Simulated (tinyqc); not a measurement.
Anisotropic elasticity and sound waves of a cubic crystal. Changing the C12. Computed by tinyqc, a small Python program. Command: `OMP_NUM_THREADS=1 python tinyqc.py 3012865 3012866 out.jsonl cubicelastic sweep`. One thread of a shared host (Intel(R) Xeon(R) Processor @ 2.30GHz), about 0.01 s of CPU time with the checks.

Voigt order 1..6 = xx, yy, zz, yz, xz, xy, with engineering shear strains. The rotated frame has x' as named, z' along the wafer normal and y' = z' x x'.

Inputs (values chosen for the exercise, for a model crystal): C11 = 188 GPa; C44 = 59.4 GPa; expansion coefficient of the film = 16 ppm/K; expansion coefficient of the substrate = 5.7 ppm/K; cooling Delta T = 500 K.

Frame: (001) wafer, x' along [110].

direction cosines a (rows x', y', z' in the cube axes), rows x', y', z', columns x, y, z:
```
[[0.707107, 0.707107, 0.000000],
 [-0.707107, 0.707107, 0.000000],
 [0.000000, 0.000000, 1.000000]]
```

Method:
- S11 = (C11 + C12)/D, S12 = -C12/D, D = (C11 - C12)(C11 + 2 C12), S44 = 1/C44. Zener ratio A = 2 C44/(C11 - C12); S0 = S11 - S12 - S44/2; H = 2 C44 + C12 - C11.
- C'_ijkl = C12 delta_ij delta_kl + C44 (delta_ik delta_jl + delta_il delta_jk) - H sum_m a_im a_jm a_km a_lm.
- Invert C' to S'. E along x' = 1/S'11, along y' = 1/S'22; Poisson ratios nu(x'y') = -S'12/S'11 and nu(x'z') = -S'13/S'11; in-plane shear modulus 1/S'66.
- On cooling, a thick substrate imposes eps_1 = eps_2 = (alpha_film - alpha_substrate) Delta T and eps_6 = 0; the free surface sets sigma_3 = sigma_4 = sigma_5 = 0, which fixes eps_3, eps_4, eps_5. Biaxial modulus M = (sigma_1 + sigma_2)/(2 eps); energy density M eps^2. Elastic response and constant coefficients are assumed.

One run for each value:
```
C12 (GPa)  E along x' (GPa)  biaxial modulus M (GPa)  Zener ratio A  nu(x'z')  in-plane shear modulus (GPa)
9.4                   148.1                    196.5          0.665     0.038                         89.30
29.4                  151.3                    208.2          0.749     0.114                         79.30
49.4                  152.1                    211.4          0.857     0.189                         69.30
89.3                  146.9                    192.5          1.204     0.363                         49.35
109.0                 140.1                    170.6          1.504     0.476                         39.50
129.0                 128.5                    140.0          2.014     0.630                         29.50
149.0                 109.1                    100.8          3.046     0.857                         19.50
169.0                  73.5                     53.2          6.253     1.242                          9.50
```

Over the rows, E along x' (GPa) goes from 148 through a maximum among these rows, 152 at 49.4, to 73.5; biaxial modulus M (GPa) goes from 196 through a maximum among these rows, 211 at 49.4, to 53.2; Zener ratio A rises from 0.665 to 6.25 (exponent d ln y / d ln x 0.10 between the first rows and 5.7 between the last). As C12 nears C11 the shear constant (C11 - C12)/2 vanishes, and directions that use it turn soft. Left out: 69.3 (the crystal is unstable or isotropic).

Caution (all rows): the thermal stress of this film exceeds 200 MPa, which can relax by slip, cracking or buckling in a real film.

Extremes, crossings and ranges named in words are read from the listed rows.
